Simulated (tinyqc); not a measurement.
Grain-boundary trapping model (Seto) of a polycrystalline semiconductor film: one step, computed by the program tinyqc.

Grains of equal size L are joined by thin boundaries with one trap level. Trapped carriers deplete a width W on each side and raise a barrier, crossed by thermionic emission. Dopants are fully ionised, statistics are non-degenerate and mu_g does not depend on T.

Question. Barrier. N_c(T) = N_c (T/300 K)^(3/2). Filled traps Q = Q_t/(1 + (1/2) exp((E_t* - E_F)/k_B T)), where E_t* = e V_B - E_t and E_F are counted from the band edge at the grain centre. Partial depletion: Q = 2 N W, V_B = e N W^2/(2 eps eps_0), E_F = k_B T ln(N/N_c); solve for W. If that W would exceed L/2 the grain is fully depleted: W = L/2, Q = N L, and E_F follows from the trap equation. Centre density n_0 = N_c exp(E_F/k_B T).

Inputs (values chosen for the exercise, modelled on polycrystalline ZnO):

| quantity | value | unit |
|---|---|---|
| permittivity eps | 8.3 | - |
| effective density of states at 300 K, N_c | 3.7e+18 | 1/cm^3 |
| grain size L | 48 | nm |
| trap density Q_t | 7e+11 | 1/cm^2 |
| trap level E_t below the band edge | 0.37 | eV |
| doping N | 1.1e+18 | 1/cm^3 |
| temperature T | 400 | K |

Grain interior: neglected.

Constants: k_B = 8.617333262e-05 eV/K; e = 1.602176634e-19 C; eps_0 = 8.8541878128e-12 F/m.

Give: depletion width W; barrier V_B; E_F; centre density n_0.

Answer.

depletion width W = 3.182 nm

barrier V_B = 0.01214 V

E_F = -0.05669 eV

centre density n_0 = 1.10e+18 1/cm^3

The grain is partly depleted; 100.0 % of the traps are filled, and they hold 13.3 % of the carriers. Caution: E_F is within 2 k_B T of the band edge, so non-degenerate statistics fail, and tunnelling through so thin a barrier adds to the current. Caution: e V_B is below 2 k_B T, where the depletion approximation fails and the mean density does not balance the trapped charge.
